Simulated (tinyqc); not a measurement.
Convergence with the basis: effective-mass impurity with a central-cell term, in a basis of Slater functions. Computed by tinyqc, a small Python program. Command: `OMP_NUM_THREADS=1 python tinyqc.py 3024395 3024396 out.jsonl centralcell walk`. One thread of a shared host (Intel(R) Xeon(R) Processor @ 2.30GHz), about 0.01 s of CPU time with the checks.

The envelope obeys H = -nabla^2 - (2/r) [Z + A exp(-kappa r)] in effective units, with kappa = a*/lambda; positive A deepens the well near the core.

Inputs (values chosen for the exercise, with mass and screening modelled on GaSb):

| quantity | value | unit |
|---|---|---|
| effective mass m | 0.0403 | m_0 |
| dielectric constant eps | 16.1 | - |
| charge Z of the core | 1 | - |
| central-cell strength A | 30 | - |
| central-cell range lambda | 1.7 | angstrom |
| smallest exponent zeta_1 | 0.4 | 1/a* |
| ratio beta of exponents | 3 | - |

Impurity: donor, one isotropic band.

Constants: Ry = 13.605693123 eV; a_0 = 0.529177210903 angstrom.

Method:
- Units: Ry* = Ry m/eps^2 and a* = a_0 eps/m, with m in m_0.
- kappa = a*/lambda; the hydrogenic ground state is bound by Z^2 Ry*.
- For s functions exp(-zeta r), with s = zeta_i + zeta_j: S = 2/s^3, T = zeta_i zeta_j S, V = -2 Z/s^2, W = -2 A/(s + kappa)^2; each function is normalised by dividing by sqrt(S_ii S_jj).
- Large basis: zeta_i = 0.06 x 1.6^(i-1), i = 1..22, same formulas; for p functions r exp(-zeta r): S = 24/s^5, T = zeta_i zeta_j S (centrifugal term included), V = -12 Z/s^4, W = -12 A/(s + kappa)^4; overlap eigenvalues below 1e-11 are dropped.
- Binding energies are -E Ry*; the effective quantum number is nu = Z/sqrt(-E); |psi(0)|^2 is given relative to the hydrogenic Z^3/(pi a*^3).
- zeta_i = zeta_1 beta^(i-1), i = 1..n.
- The error is the lowest level above the large-basis value.

kappa = 124.358 1/a*

Ry* = 2.11531 meV

1s binding energy = 2.15984 meV

Error of the 1s level:

| n | error (meV) | largest exponent (1/a*) |
|---|---|---|
| 1 | 0.80397 | 4.0000e-01 |
| 2 | 0.03669 | 1.2000e+00 |
| 3 | 0.03172 | 3.6000e+00 |
| 4 | 0.02041 | 1.0800e+01 |
| 5 | 0.01784 | 3.2400e+01 |
| 6 | 0.01493 | 9.7200e+01 |
| 7 | 0.01491 | 2.9160e+02 |
| 8 | 0.01490 | 8.7480e+02 |

What follows from these numbers?

The error falls from 0.804 to 0.0149 meV. The last function changes it by less than 5 %: it has levelled off, and what remains is set by beta and zeta_1, not by the range of exponents.

Extremes, crossings and ranges named in words are read from the listed rows.
